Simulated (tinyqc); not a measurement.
Nanosheet or nanowire with hard walls, valleys of the Ge type: sweeps and comparisons. A value that a table varies takes the place of the one given here.

Four ellipsoidal valleys along <111>: inverse mass tensor w = 1/mt + (1/ml - 1/mt) a a^T with a the unit axis. Device axes: x along the channel, z = [001], y = z x x. The Gamma and Delta valleys are left out; the heavy Delta valleys, about 0.18 eV up, lie lowest once the L levels pass about 0.2 eV.

Hard walls around a W x H rectangle. The block w_c of w in (y, z) confines; the transport mass follows from 1/m_x = w_xx - w_xc w_c^-1 w_cx. The cross-section problem c (w_yy ky^2 + 2 w_yz ky kz + w_zz kz^2), c = hbar^2/2m0, is solved in products sin(n pi y/W) sin(l pi z/H), n, l = 1 to 12; if w_yz = 0 the levels are c pi^2 (w_yy n^2/W^2 + w_zz l^2/H^2). The w_yz term couples (n, l) to (n', l') by -2 c w_yz D_nn'(W) D_ll'(H) with D_nm(L) = 4 n m/(L (n^2 - m^2)) for n + m odd and 0 otherwise.

Without degeneracy the line density is N1 exp((EF - Ec)/kB T) with N1 = sum 2 g sqrt(m_x kB T/(4 pi c)) exp(-E/kB T), here over n, l up to 80 where w_yz = 0 and over all levels of a 12 x 12 sine basis otherwise; the classical value is W H Nc with Nc = 2 g_all (m_dos kB T/(4 pi c))^(3/2), m_dos = (ml mt^2)^(1/3); dVt = kB T ln(W H Nc/N1).

Constants: hbar^2/2m0 = 3.80998211 eV angstrom^2; kB = 8.617333262e-05 eV/K.

Values chosen for the exercise (near those of Ge; shifted at random, so the results belong to these values and not to a real crystal): ml = 1.609 m0 (longitudinal mass); mt = 0.082 m0 (transverse mass); T = 300 K (temperature); g_all = 4 (number of valleys); channel = 100 (transport direction x on a (001) wafer); H = 58 angstrom (height, along z = [001]); Ws = (30, 40, 50, 65, 85, 110, 140) angstrom (widths); W = 95 angstrom (width, along y).

## From wire to sheet

Valleys:
```
group  valleys g     w_yy     w_zz   |w_yz|  m_x (m0)
A              4  8.33725  8.33725  3.85787   0.59100
```

Lowest level of each group (groups ordered by w_zz, then w_yy) and dVt against the width.

Results:
```
W (angstrom)  A1 (eV)  dVt (mV)
30             0.4280     374.7
40             0.2776     231.7
50             0.2089     168.7
65             0.1599     126.5
85             0.1312     104.4
110            0.1154      93.6
140            0.1067      87.8
```

What can be read from the table?

dVt falls from 375 to 88 mV. All valleys stay equivalent. At the widest W the lowest level is 0.1067 eV; the film limit c pi^2 w_zz/H^2 of that group is 0.0932 eV.

## Channel direction

The same rectangle along [100] and [110]; groups ordered by w_zz, then w_yy.

Lowest level of each group:
```
channel, group  valleys g    w_yy   w_zz  |w_yz|  m_x (m0)  E (eV)
[100] A                 4   8.337  8.337   3.858     0.591  0.1233
[110] A                 2   4.479  8.337   5.456     0.082  0.0990
[110] B                 2  12.195  8.337   0.000     1.100  0.1440
```

How do the results move?

The lowest subband has m_x = 0.591 m0 and 4 valleys along [100], and 0.082 m0 and 2 valleys along [110]; its edge lies at 0.1233 and 0.0990 eV. At equal energy above the edge the carriers of the [110] channel are faster by a factor 2.68.

## What each parameter does

E1 and E2 are the two lowest subband edges over all groups. Each row changes one parameter from the base and keeps the others.

Results:
```
case             E1 (eV)  E2 - E1 (meV)  m_x of lowest (m0)  dVt (mV)
base              0.1233           88.0               0.591      98.9
W = 85 angstrom   0.1312          109.5               0.591     104.4
H = 66 angstrom   0.1024           87.6               0.591      81.4
T = 350 K         0.1233           88.0               0.591      98.9
ml = 1.77 m0      0.1230           87.5               0.645      98.7
mt = 0.074 m0     0.1362           97.0               0.586     109.6
```

What does this show?

The largest shifts from the base row, up to three for each result and ties (the steps differ in size, so this ranks the rows, not the parameters). E1 (eV): H -0.0209, mt +0.0129, W +0.0079; unchanged at the printed digits by T. E2 - E1 (meV): W +21.6, mt +9.0, ml -0.4, H -0.4; unchanged at the printed digits by T. m_x of lowest (m0): ml +0.054, mt -0.005; unchanged at the printed digits by W, H and T. dVt (mV): H -17.5, mt +10.6, W +5.5; unchanged at the printed digits by T.

Computed by tinyqc, a small Python program: `OMP_NUM_THREADS=1 python tinyqc.py 1252452 1252453 out.jsonl` (the numbers bound the seed that draws the inputs); one thread of a shared host (Intel(R) Xeon(R) Processor @ 2.30GHz), about 0.2 s for the whole set of steps.
